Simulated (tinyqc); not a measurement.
Active against total: solid solubility of a dopant against its melt (retrograde solidus), clustering and the electrically active fraction. Computed by tinyqc, a small Python program. Command: `OMP_NUM_THREADS=1 python tinyqc.py 3008232 3008233 out.jsonl retro walk`. One thread of a shared host (Intel(R) Xeon(R) Processor @ 2.30GHz), about 0.01 s of CPU time with the checks.

Inputs (values chosen for the exercise, for a model dopant):

| quantity | value | unit |
|---|---|---|
| atoms per cluster m | 2 | - |
| cluster scale N* at 1273 K | 1.7e+20 | 1/cm^3 |
| activation energy E_b of the cluster scale | 0.4 | eV |
| anneal temperature T_a | 1050 | K |
| prefactor of n_i | 3.84e+16 | 1/(cm^3 K^1.5) |
| energy E_i in n_i | 0.604 | eV |

Clustering: clusters that take up free electrons.

Constants: k_B = 8.617333262e-05 eV/K.

Method. A highly soluble donor (another dopant than that of the solidus) is limited by clustering. Donors N_a are active, and clusters hold m atoms each: N_t = N_a + m C, m C = N* (N_a/N*)^m (n/N*)^m, each atom taking one electron, n = N_a/2 + sqrt(N_a^2/4 + n_i^2), n_i = prefactor x T^1.5 exp(-E_i/(k_B T)), with N*(T) = N*(1273 K) exp[-(E_b/k_B)(1/T - 1/1273)].

Active density (1/cm^3):

| N_t (1/cm^3) | N_a at T_a | fraction | N_a at T_a + 150 K | N_a at T_a - 150 K |
|---|---|---|---|---|
| 1.00e+19 | 9.9783e+18 | 0.99783 | 9.9945e+18 | 9.8229e+18 |
| 3.00e+19 | 2.8600e+19 | 0.95335 | 2.9678e+19 | 2.3857e+19 |
| 1.00e+20 | 6.4342e+19 | 0.64342 | 8.1991e+19 | 4.1852e+19 |
| 2.00e+20 | 8.6040e+19 | 0.43020 | 1.1937e+20 | 5.2792e+19 |
| 5.00e+20 | 1.1654e+20 | 0.23308 | 1.6986e+20 | 6.9056e+19 |
| 1.00e+21 | 1.4252e+20 | 0.14252 | 2.1121e+20 | 8.3396e+19 |
| 2.00e+21 | 1.7221e+20 | 0.08610 | 2.5752e+20 | 1.0007e+20 |
| 5.00e+21 | 2.1901e+20 | 0.04380 | 3.2952e+20 | 1.2664e+20 |

What does the comparison show, and why?

The exponent d ln N_a/d ln N_t falls from 0.96 to 0.26, towards 1/(2m) = 0.250. At the highest dose a 150 K hotter anneal gives 1.50 times the active density, and a later step 150 K cooler would cut it to 0.58 if it ran to equilibrium: short hot anneals come last.

Extremes, crossings and ranges named in words are read from the listed rows.
